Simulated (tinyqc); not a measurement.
MOSFET in the linear regime without short-channel effects, parameter extraction from computed curves: two steps of the calculation.

Inversion charge Q = Cox n Vt W0(exp((Vg - VT)/(n Vt))), W0 the Lambert function and n = nf; u = Q/Cox; mobility mu = mu0/(1 + th1 u + th2 u^2); channel resistance Rch = (L - dL)/(W mu Q); Id = Vd/(Rch + Rsd/W). Cox = eps0 eox/tox. Small Vd, no channel-length or drain effects.

Values chosen for this exercise; channel values of the order met in silicon transistors:
- T = 300 K (temperature)
- eox = 7.37 (relative permittivity of the gate insulator (close to silicon nitride))
- tox = 5.1 nm (insulator thickness)
- mu0 = 130 cm^2/(V s) (low-field mobility)
- th1 = 0.72 1/V (first mobility attenuation factor)
- th2 = 0 1/V^2 (second mobility attenuation factor)
- VT = 0.23 V (threshold voltage)
- nf = 1.1 (body factor)
- W = 0.5 um (gate width)
- L = 0.093 um (drawn gate length)
- dL = 0.019 um (drawn less effective length)
- Rsd = 200 ohm um (source plus drain resistance)
- Vd = 0.02 V (drain voltage)

Constants: q = 1.602176634e-19 C, kB = 1.380649e-23 J/K, Vt = kB T/q, eps0 = 8.8541878128e-14 F/cm where lengths are in cm. Results are converted to the units shown.

Question 1. Transfer curve. u, mu, Rch and Id as defined.

| point | Vg (V) |
|---|---|
| 0 | 0.03 |
| 1 | 0.13 |
| 2 | 0.23 |
| 3 | 0.33 |
| 4 | 0.43 |
| 5 | 0.53 |
| 6 | 0.63 |
| 7 | 0.73 |
| 8 | 0.83 |
| 9 | 0.93 |
| 10 | 1.03 |
| 11 | 1.13 |

Give: u; mu; Rch; Id.

Answer 1.

| point | u (V) | mu (cm^2/(V s)) | Rch (ohm) | Id (uA) |
|---|---|---|---|---|
| 0 | 2.5066e-5 | 130.00 | 3.5497e7 | 5.6343e-4 |
| 1 | 8.2063e-4 | 129.92 | 1.0849e6 | 0.018428 |
| 2 | 0.016128 | 128.51 | 55809 | 0.35581 |
| 3 | 0.073137 | 123.50 | 12806 | 1.5144 |
| 4 | 0.15228 | 117.15 | 6483.5 | 2.9055 |
| 5 | 0.23941 | 110.89 | 4357.0 | 4.2043 |
| 6 | 0.33027 | 105.03 | 3334.7 | 5.3552 |
| 7 | 0.42321 | 99.639 | 2743.0 | 6.3633 |
| 8 | 0.51750 | 94.711 | 2360.0 | 7.2464 |
| 9 | 0.61269 | 90.206 | 2092.8 | 8.0230 |
| 10 | 0.70856 | 86.083 | 1896.4 | 8.7095 |
| 11 | 0.80493 | 82.302 | 1746.0 | 9.3196 |

Question 2. The Y function. Y_i = Id_i/sqrt(gm_i). For Id = beta Vd x/(1 + th x), x = Vg - VT, Y = sqrt(beta Vd) x whatever th. Slope s from points 7 and 10; VT_Y = Vg - Y/s at point 10; beta = s^2/Vd; mobility beta L/(W Cox) with the drawn L; th* = (beta Vd x/Id - 1)/x at point 10.

| point | Vg (V) | Id (uA) |
|---|---|---|
| 0 | 0.03 | 5.6342736e-4 |
| 1 | 0.13 | 0.018428485 |
| 2 | 0.23 | 0.35581288 |
| 3 | 0.33 | 1.5144345 |
| 4 | 0.43 | 2.9055055 |
| 5 | 0.53 | 4.2043127 |
| 6 | 0.63 | 5.3551946 |
| 7 | 0.73 | 6.3633278 |
| 8 | 0.83 | 7.2464202 |
| 9 | 0.93 | 8.0229903 |
| 10 | 1.03 | 8.7094504 |
| 11 | 1.13 | 9.3196242 |

| point | gm (uS) |
|---|---|
| 1 | 1.7762473 |
| 2 | 7.4800300 |
| 3 | 12.748463 |
| 4 | 13.449391 |
| 5 | 12.248445 |
| 6 | 10.795076 |
| 7 | 9.4561284 |
| 8 | 8.2983121 |
| 9 | 7.3151506 |
| 10 | 6.4831697 |

Give: Y; s; VT_Y; beta; mobility from Y; th*.

Answer 2.

| point | Y (uA^0.5 V^0.5) |
|---|---|
| 1 | 0.013827 |
| 2 | 0.13010 |
| 3 | 0.42415 |
| 4 | 0.79226 |
| 5 | 1.2013 |
| 6 | 1.6299 |
| 7 | 2.0693 |
| 8 | 2.5155 |
| 9 | 2.9664 |
| 10 | 3.4206 |

s = 4.5041 uA^0.5 V^-0.5
VT_Y = 0.27057 V
beta = 1014.4 uA/V^2
mobility from Y = 147.45 cm^2/(V s)
th* = 1.0125 1/V

The mobility from Y is 9.7 % below mu0 L/(L - dL) = 163 cm^2/(V s), which it should reach in deep inversion when th2 = 0.

Program tinyqc, `OMP_NUM_THREADS=1 python tinyqc.py 2210052 2210053 out.jsonl`; Intel Xeon 2.30GHz, shared host, one thread, about 0.01 s.
